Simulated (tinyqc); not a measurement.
Grain growth, pinning, strength and diffusional creep of a polycrystal or thin film: one step, computed by the program tinyqc. Command: `OMP_NUM_THREADS=1 python tinyqc.py 3023170 3023171 out.jsonl grain walk`. One thread of a shared host (Intel(R) Xeon(R) Processor @ 2.30GHz), about 0.01 s of CPU time with the checks.

One mean grain size d describes the structure.

Task: Yield stress. Hall-Petch term k_y/sqrt(d). Orowan term 3.06 x 0.4 G b ln(2 rbar/b)/(pi lambda sqrt(1 - nu)) with nu = 1/3, rbar = sqrt(2/3) r, lambda = rbar (sqrt(pi/f) - 2). The terms are added to sigma_0.

Inputs (values chosen for the exercise, modelled on tungsten):

| quantity | value | unit |
|---|---|---|
| shear modulus G | 164 | GPa |
| Burgers vector b | 2.741 | angstrom |
| anneal temperature T | 1891 | K |
| particle volume fraction f | 0.0053 | - |
| particle radius r | 1.6 | nm |
| friction stress sigma_0 | 620 | MPa |
| Hall-Petch slope k_y | 0.86 | MPa m^0.5 |

Sample: bulk.

grain size d = 27.28439 nm

Give: Hall-Petch term; Orowan term; yield stress.

Result:

Hall-Petch term = 5206.4 MPa

Orowan term = 1656.6 MPa

yield stress = 7483.1 MPa

Caution: below about 30 nm grains hold no pile-ups and the Hall-Petch line bends over.
